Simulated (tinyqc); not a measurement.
Inside a calculation. Model: thermal boundary conductance by the acoustic and diffuse mismatch models. Computed by tinyqc, a small Python program that keeps every step. Command: `OMP_NUM_THREADS=1 python tinyqc.py 3029760 3029761 out.jsonl kapitza walk`. One thread of a shared host (Intel(R) Xeon(R) Processor @ 2.30GHz), about 0.01 s of CPU time with the checks. Intermediate numbers are printed to about 5 digits and carried at full precision; extremes and crossings named in words are read from the listed rows.

Each side has one longitudinal and two transverse Debye branches, omega = v q up to q_D = (6 pi^2 n)^(1/3), with n counting all atoms. Scattering at the interface is elastic. Electrons are left out of G, also for metals. Melting is ignored. G refers to the temperatures of the phonons sent towards the interface. Linear branches over all atoms overstate G at high T, most for crystals with several atoms a cell.

Inputs (values chosen for the exercise, modelled on titanium nitride (side 1) and silica (side 2)):

| quantity | value | unit |
|---|---|---|
| density rho_1 | 5.3 | g/cm^3 |
| longitudinal velocity vL_1 | 10200 | m/s |
| transverse velocity vT_1 | 6370 | m/s |
| atom density n_1 | 105 | 1/nm^3 |
| conductivity kappa_1 | 25.2 | W/(m K) |
| density rho_2 | 2.19 | g/cm^3 |
| longitudinal velocity vL_2 | 5870 | m/s |
| transverse velocity vT_2 | 3760 | m/s |
| atom density n_2 | 66.9 | 1/nm^3 |
| conductivity kappa_2 | 1.43 | W/(m K) |
| temperature T | 4.2 | K |
| thickness d_1 | 220 | nm |
| thickness d_2 | 39000 | nm |
| heat flux J | 10 | kW/cm^2 |

Structure: film on a substrate.

Constants: hbar = 1.054571817e-34 J s; k_B = 1.380649e-23 J/K.

## Cut-off frequencies and impedances

omega_c = v q_D for each branch, given as hbar omega_c/k_B; impedance Z = rho v.

Branches:

| branch | v (m/s) | cut-off (K) | Z (1e6 kg/(m^2 s)) |
|---|---|---|---|
| L, side 1 | 10200 | 1432.6 | 54.0600 |
| T, side 1 | 6370 | 894.7 | 33.7610 |
| L, side 2 | 5870 | 709.5 | 12.8553 |
| T, side 2 | 3760 | 454.4 | 8.2344 |

## Acoustic mismatch: transmission of each branch

No mode conversion. t(theta) = 4 Z_1 Z_2 cos(theta_1) cos(theta_2)/N^2, with N = Z_2 cos(theta_1) + Z_1 cos(theta_2) for L (the form for pressure waves) and N = Z_1 cos(theta_1) + Z_2 cos(theta_2) for both T branches (the form for shear waves polarised along the interface); sin(theta_2) = (v_2/v_1) sin(theta_1), and t = 0 beyond the critical angle arcsin(v_1/v_2); the mean over the incoming flux is alpha = 2 int t sin(theta_1) cos(theta_1) d theta_1 (64 Gauss-Legendre points).

Transmission:

| branch | t at normal incidence | largest angle from side 1 (deg) | alpha, 1 to 2 | alpha, 2 to 1 |
|---|---|---|---|---|
| L | 0.62082 | 90 | 0.48666 | 0.16118 |
| T | 0.63053 | 90 | 0.75750 | 0.26392 |

For L waves from side 1 no critical angle exists; the mean is 0.49 against 0.62 at normal incidence. For T waves from side 1 no critical angle exists; the mean is 0.76 against 0.63 at normal incidence.

## Diffuse mismatch: transmission at low frequency

A phonon forgets its side and branch: alpha(1 to 2) = S_2/(S_1 + S_2), S_i = 1/vL_i^2 + 2/vT_i^2.

S_1 = 5.8901e-08 s^2/m^2

S_2 = 1.7049e-07 s^2/m^2

diffuse alpha, 1 to 2 = 0.74323

## Boundary conductance

G = (k_B^4 T^3/(8 pi^2 hbar^3)) int W(x) x^4 e^x/(e^x - 1)^2 dx, x = hbar omega/(k_B T). Acoustic mismatch: W = sum over the three branches of alpha(1 to 2)/v_1^2, each up to the lower of its two cut-offs. Diffuse mismatch: W = S_1 S_2/(S_1 + S_2), where S_i sums 1/v^2 over the branches of side i still below their cut-off. Radiation limit: W = min(S_1, S_2). The integral is split at the four cut-offs (64 Gauss-Legendre points a piece, x at most 45). Boundary resistance R = 1/G and Kapitza length kappa_2/G use the diffuse value.

G, acoustic mismatch = 0.031727 MW/(m^2 K)

G, diffuse mismatch = 0.033058 MW/(m^2 K)

G, radiation limit = 0.044479 MW/(m^2 K)

boundary resistance R = 30250 m^2 K/GW

Kapitza length in side 2 = 43258 nm

The diffuse value is 1.04 times the acoustic one and 74 % of the radiation limit.  Caution: kappa_2 is of room-temperature size, so the Kapitza length is only nominal at this T.

## Conductance against temperature

The formulas are those given above.

G (MW/(m^2 K)):

| T (K) | acoustic mismatch | diffuse mismatch | radiation limit |
|---|---|---|---|
| 2 | 0.0034258 | 0.0035696 | 0.0048028 |
| 5 | 0.053529 | 0.055775 | 0.075044 |
| 10 | 0.42823 | 0.44620 | 0.60035 |
| 20 | 3.4258 | 3.5696 | 4.8028 |
| 40 | 27.140 | 28.382 | 38.208 |
| 80 | 158.35 | 184.05 | 251.38 |
| 150 | 389.29 | 561.44 | 786.03 |
| 300 | 577.51 | 964.36 | 1368.8 |
| 600 | 649.34 | 1137.9 | 1621.7 |
| 1000 | 666.67 | 1181.2 | 1685.0 |

All three follow T^3 at the cold end (exponent 3.00 for the diffuse model) and flatten at high T (exponent 0.07 at the hot end); the lowest cut-off is 454 K. The ratio of diffuse to acoustic goes from 1.04 to 1.77. The plateau is set by the frequencies that both sides share.

## Temperature rise through the stack

In series: Delta T = J (d_1/kappa_1 + R + d_2/kappa_2), with bulk conductivities in the layers and one-dimensional flow.

temperature drops (K): film 0.87302, interface 3025.0, substrate 2727.3

total rise Delta T = 5753.1 K

interface share of film plus interface = 0.99971

The interface takes the largest drop, 53 % of the total. Caution: the rise is not small against T, so constant conductivities fail; a rise of thousands of kelvin would destroy the stack. Caution: the conductivities are of room-temperature size; at this T real values can differ much and free paths can be long. Caution: R from emitted-phonon temperatures is too large for use in series with Fourier layers, by up to a factor of about 2.

Checks made by the program: detailed balance alpha_12/v_1^2 = alpha_21/v_2^2 (relative difference below 1e-10); low-temperature limit G = pi^2 k_B^4 T^3 alpha S_1/(30 hbar^3) (relative difference below 1e-10).
